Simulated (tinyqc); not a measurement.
Threshold-voltage variability of a planar MOSFET, analytic estimates: one step of the calculation.

Three independent sources add in quadrature: random dopants in the depleted layer, metal-gate grains of two orientations, and roughness of the two gate edges acting through the roll-off VT = VT(long) - Vr exp(-L/l). These are first-order estimates: no three-dimensional electrostatics, no percolation.

Task. Total spread, mismatch and leakage. s = sqrt(s1^2 + s2^2 + s3^2). For a pair: s(dVT) = sqrt(2) s; current mismatch sqrt(2) sqrt((gI s)^2 + sb^2); input offset = current mismatch/gI. For a Gaussian VT the off current is log-normal with mean/median = exp(s^2/(2 (n Vt)^2)).

Values chosen for this exercise; material values close to those of silicon:
- T = 273 K (temperature)
- n = 1.22 (subthreshold factor)
- gI = 8 1/V (gm/I of a matched pair)
- sb = 1 % (spread of the gain factor of one device)

Constants: q = 1.602176634e-19 C, kB = 1.380649e-23 J/K, Vt = kB T/q. Results are converted to the units shown.

s1 = 15.856812 mV
s2 = 6.3952645 mV
s3 = 0.76937865 mV

Find: s; s(dVT); current mismatch; input offset; mean/median of Ioff.

Result.

s = 17.12 mV
s(dVT) = 24.20 mV
current mismatch = 19.42 %
input offset = 24.27 mV
mean/median of Ioff = 1.195

Numbers from tinyqc (`OMP_NUM_THREADS=1 python tinyqc.py 2090120 2090121 out.jsonl`; about 0.01 s on one thread of a shared Intel Xeon 2.30GHz).
